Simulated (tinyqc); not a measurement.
Changing the optical or intervalley deformation potential D_o: hot carriers by balance equations with a heated Maxwellian. Computed by tinyqc, a small Python program. Command: `OMP_NUM_THREADS=1 python tinyqc.py 3019642 3019643 out.jsonl hot sweep`. One thread of a shared host (Intel(R) Xeon(R) Processor @ 2.30GHz), about 0.09 s of CPU time with the checks.

The carriers follow a Maxwellian at an electron temperature T_e, slightly displaced; the drift energy is neglected against k_B T_e. The balance averages the rate, not the time, so mu_0 lies below the relaxation-time value.

Inputs (values chosen for the exercise, modelled on electrons in silicon): effective mass m = 0.314 m_0; density rho = 2329 kg/m^3; sound velocity v_l = 8880 m/s; acoustic deformation potential D_A = 8.7 eV; phonon energy hbar w = 57 meV; final valleys Z_f = 5; lattice temperature T = 400 K; electric field F = 0.44 kV/cm; mixing = 0.3; iteration cap = 300.

Band: parabolic. Solver: damped fixed point.

Constants: k_B = 8.617333262e-05 eV/K; k_B = 1.380649e-23 J/K; e = 1.602176634e-19 C; hbar = 1.054571817e-34 J s; m_0 = 9.1093837015e-31 kg; hbar = 6.582119569e-16 eV s.

Method:
- Parabolic band: E = hbar^2 k^2/(2 m), speed v = hbar k/m, states per spin, volume and energy g(E) = m k/(2 pi^2 hbar^2). Masses are multiplied by m_0 and all formulas are in SI units.
- Phonon occupation N_q = 1/(exp(hbar w/(k_B T)) - 1).
- Acoustic deformation potential (elastic, equipartition, absorption and emission together): 1/tau = 2 pi k_B T D_A^2 g(E)/(hbar rho v_l^2).
- Optical or intervalley deformation potential: 1/tau = (pi Z_f D_o^2/(rho w)) [N_q g(E + hbar w) + (N_q + 1) g(E - hbar w)], with g = 0 below the band edge.
- Averages over the Maxwellian, <y> = int y x^(1/2) exp(-x) dx / int x^(1/2) exp(-x) dx with x = E/(k_B T_e), split at x_0 = hbar w/(k_B T_e): 64 Gauss-Legendre points in sqrt(x) below it and 128 in sqrt(x - x_0) above it, up to x = 32. Momentum balance: mu(T_e) = e/(m nu), nu = <x (sum of rates)>/<x>. Power lost per carrier: P(T_e) = hbar w <emission rate - absorption rate> + <(2 m v_l^2/(k_B T)) (E - 2 k_B T) acoustic rate>.
- Energy relaxation time at weak heating: tau_E = (3/2) k_B / (dP/dT_e), the derivative by a central difference of +/- 0.5 K at T_e = T.
- Fixed point: T_out = T + (T_e - T) e mu(T_e) F^2/P(T_e), T_new = T_e + mixing (T_out - T_e).
- Start at T_e = 1.5 T; stop when T_e moves by less than 1e-6 K or exceeds 1e6 K.
- v = mu(T_e) F; warm-carrier coefficient (mu/mu_0 - 1)/F^2.

One run for each value; columns: (1) optical or intervalley deformation potential D_o (1e8 eV/cm); (2) drift velocity (1e7 cm/s); (3) electron temperature T_e (K); (4) energy relaxation time tau_E (ps); (5) low-field mobility mu_0 (cm^2/(V s)):
```
(1)        (2)     (3)     (4)     (5)
1.0   0.063007  415.88  7.4429  1461.7
1.5   0.059830  407.67  3.7712  1374.3
2.2   0.053524  403.40  1.8650  1222.7
3.2   0.043643  401.35  0.9080   994.2
4.7   0.030994  400.45  0.4271   705.0
6.9   0.019068  400.13  0.1995   433.5
15.0  0.005187  400.01  0.0424   117.9
```

Give the missing row, optical or intervalley deformation potential D_o (1e8 eV/cm) = 10.0.

Computed row; columns: (1) optical or intervalley deformation potential D_o (1e8 eV/cm); (2) drift velocity (1e7 cm/s); (3) electron temperature T_e (K); (4) energy relaxation time tau_E (ps); (5) low-field mobility mu_0 (cm^2/(V s)):
```
(1)        (2)     (3)     (4)    (5)
10.0  0.010651  400.03  0.0953  242.1
```

Interpolating between the two neighbouring rows (the first column on a logarithmic scale, the others too where they are positive) misses most in drift velocity (1e7 cm/s), by 3.9 %. Over the rows, drift velocity (1e7 cm/s) falls from 0.0630 to 0.00519 (exponent d ln y / d ln x -0.13 between the first rows and -1.8 between the last); electron temperature T_e (K) falls from 416 to 400; energy relaxation time tau_E (ps) falls from 7.44 to 0.0424 (exponent d ln y / d ln x -1.7 between the first rows and -2.0 between the last).

Caution (rows 6.90, 10.0, 15.0): the drift energy m v^2/2 is not small against the heating (3/2) k_B (T_e - T), so T_e - T is rough.
